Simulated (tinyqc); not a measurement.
Koster-Slater impurity in a tight-binding band, by Green functions and by supercells: one step, computed by the program tinyqc. Command: `OMP_NUM_THREADS=1 python tinyqc.py 3010016 3010017 out.jsonl kosterslater walk`. One thread of a shared host (Intel(R) Xeon(R) Processor @ 2.30GHz), about 0.04 s of CPU time with the checks.

One orbital per site, e(k) = -2 t sum cos(k_i) over 2 direction(s), band from -4 t to 4 t, lattice constant 1. One site has the extra energy U. Spin is left out.

Question. Scattering. T = U/(1 - U G0); phase shift delta = -arg(1 - U G0) in (-pi, pi]; host density of states -Im G0/pi; on the impurity -Im[G0/(1 - U G0)]/pi; lifetime of a band state hbar/(-2 c Im T).

Inputs (values chosen for the exercise, for a model band): impurity potential U = -8.38 eV; impurity concentration c = 0.0005 per site.

Lattice: square.

G0(E + i eta) = -0.1205046-0.1988945i 1/eV

Constants: hbar = 6.582119569e-16 eV s.

Give: T matrix; phase shift delta; host density of states; density of states on the impurity; scattering lifetime.

Answer.

T matrix = 0.0296-5.0276i eV

phase shift delta = 1.5767 rad

host density of states = 0.063310 1/eV

density of states on the impurity = 0.022789 1/eV

scattering lifetime = 130.92 fs

The Born approximation would take Im T = U^2 Im G0 = -14.0 eV, 2.78 times the full value.
